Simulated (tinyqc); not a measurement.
X-ray photoelectron analysis of a thin oxide on a semiconductor: attenuation lengths, thickness, angle series and band offsets: one step, computed by the program tinyqc.

The same element is seen in the oxide and in the substrate, at nearly the same kinetic energy; films are flat and uniform, and the work function is ignored.

Question. Peak ratio. R_0 = (rho_o/M_o) L_o/((rho_s/M_s) L_s); peak ratio R = I_ox/I_sub = R_0 [exp(d/(L_o cos theta)) - 1]; hence d = L_o cos theta ln(1 + R/R_0). A carbon layer weakens both peaks alike, by exp(-d_C/(L_o cos theta)) if its L is taken equal to L_o. This R_0 leaves out intrinsic losses from the substrate peak, so calibrated values can be larger.

Inputs (values chosen for the exercise, modelled on SiO2 on 4H-SiC):
```
quantity                        value     unit
oxide density                    2.14   g/cm^3
oxide formula mass              60.08    g/mol
substrate density                3.21   g/cm^3
substrate formula mass           40.1    g/mol
oxide thickness d                 2.5       nm
emission angle from the normal     45  degrees
carbon overlayer                 0.28       nm
```

L in the oxide = 3.616769 nm

L in the substrate = 2.685510 nm

Give: R_0; d/(L_o cos theta); ratio R; oxide share of the counts; attenuation by carbon; depth 3 L_o cos theta.

Answer.

R_0 = 0.59926

d/(L_o cos theta) = 0.97754

ratio R = 0.99352

oxide share of the counts = 0.49838

attenuation by carbon = 0.89630

depth 3 L_o cos theta = 7.6723 nm
